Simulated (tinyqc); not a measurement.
ESD clamp with bipolar snapback, compact model and design window: one step of the calculation.

The drain junction multiplies the current that enters it: Igen = (M - 1)(Ic + I0), M = 1/(1 - (Vj/BV)^n). The generated holes leave through the substrate resistance and the base of the parasitic npn: Igen = Vb/Rb + Ic/be, Ic = Is exp(Vb/Vt). Terminal current I = Ic + I0 + Igen and voltage V = Vj + I Ro, per width. Isothermal, constant gain.

Question. Base voltage at the failure current. I(Vb) = Ic (1 + 1/be) + I0 + Vb/Rb, I' = Ic (1 + 1/be)/Vt + 1/Rb; Newton steps on ln I: Vb(new) = Vb - ln(I/It2) I/I'. V follows from the introduction.

Values chosen for this exercise; values close to those of grounded-gate n-channel clamps: temperature T = 300 K; junction breakdown voltage BV = 10.2 V; exponent of the multiplication n = 4; current gain of the parasitic npn be = 9.5; saturation current Is = 2.9e-18 A/um; junction leakage I0 = 4.2e-11 A/um; substrate resistance Rb = 16000 ohm um; drain ballast and contact resistance Ro = 300 ohm um; failure current for 100 ns It2 = 10.6 mA/um.

Constants: q = 1.602176634e-19 C, kB = 1.380649e-23 J/K, Vt = kB T/q. Results are converted to the units shown.

Vb at the start = 0.81 V

Give: I; V; I'; Vb after iteration 1.

Answer.

I = 0.18042 mA/um
V = 7.8946 V
I' = 5.0833 mS/um
Vb after iteration 1 = 0.95458 V

Numbers from tinyqc (`OMP_NUM_THREADS=1 python tinyqc.py 2670033 2670034 out.jsonl`; about 0.01 s on one thread of a shared Intel Xeon 2.30GHz).
